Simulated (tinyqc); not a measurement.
Carrier lifetime of a p-type layer with SRH, radiative, Auger and surface recombination: two steps of the calculation.

Uniform excess density dn = dp (no trapping), n = n0 + dn, p = p0 + dn, Boltzmann statistics, full ionisation. Surfaces enter as a rate 2 S dn/d, which holds while diffusion to them is fast.

Inputs (values chosen for the exercise); band and dielectric values close to those of In0.53Ga0.47As:
- T = 400 K (temperature)
- B = 1.02e-10 cm^3/s (radiative coefficient)
- Cn = 9.1e-30 cm^6/s (Auger coefficient (two electrons))
- Cp = 1.3e-29 cm^6/s (Auger coefficient (two holes))
- S = 0 cm/s (surface recombination velocity (both faces))
- d = 20 um (sample thickness)
- G = 1.2e22 cm^-3 s^-1 (generation rate)

Constants: q = 1.602176634e-19 C, kB = 1.380649e-23 J/K, Vt = kB T/q. Results are converted to the units shown.

Problem 1. New dn. With e = n p - ni^2 = dn (n0 + p0 + dn): U_SRH = e/(tp0 (n + n1) + tn0 (p + p1)), U_rad = B e, U_Aug = (Cn n + Cp p) e, U_s = 2 S dn/d. Newton step on ln U(ln dn) = ln G, U the sum: k = d ln U/d ln dn (central difference over factors 1.0001), dn(new) = dn (G/U)^(1/k).

dn at the start = 8e12 cm^-3
n0 = 3.6106796e9 cm^-3
p0 = 6.5000000e17 cm^-3
n1 = 4.1231882e15 cm^-3
p1 = 5.6920558e11 cm^-3
tn0 = 4.1118421e-6 s
tp0 = 5.4824561e-7 s

Find: U_SRH; U_rad; U_Aug; U_s; k; dn after iteration 1.

Solution 1.

U_SRH = 1.9440e18 cm^-3 s^-1
U_rad = 5.3041e20 cm^-3 s^-1
U_Aug = 4.3941e19 cm^-3 s^-1
U_s = 0 cm^-3 s^-1
k = 1.0000
dn after iteration 1 = 1.6658e14 cm^-3

Problem 2. Lifetime, shares and quasi-Fermi splitting. tau = dn/U, shares of U, splitting Vt ln(n p/ni^2), radiative efficiency U_rad/U.

converged dn = 1.6653651e14 cm^-3
ni = 4.8445245e13 cm^-3
n0 = 3.6106796e9 cm^-3
p0 = 6.5000000e17 cm^-3
n1 = 4.1231882e15 cm^-3
p1 = 5.6920558e11 cm^-3
tn0 = 4.1118421e-6 s
tp0 = 5.4824561e-7 s

Give: tau; shares; quasi-Fermi splitting.

Solution 2.

tau = 1.3878e-8 s
shares (%): SRH 0.337, radiative 92.035, Auger 7.628, surface 0.000
quasi-Fermi splitting = 0.37018 V

Radiative recombination takes the largest share. dn is 2.6e-4 times the doping: low injection.

tinyqc, about 0.01 s, one thread, Intel Xeon 2.30GHz (shared host): `OMP_NUM_THREADS=1 python tinyqc.py 2300141 2300142 out.jsonl`
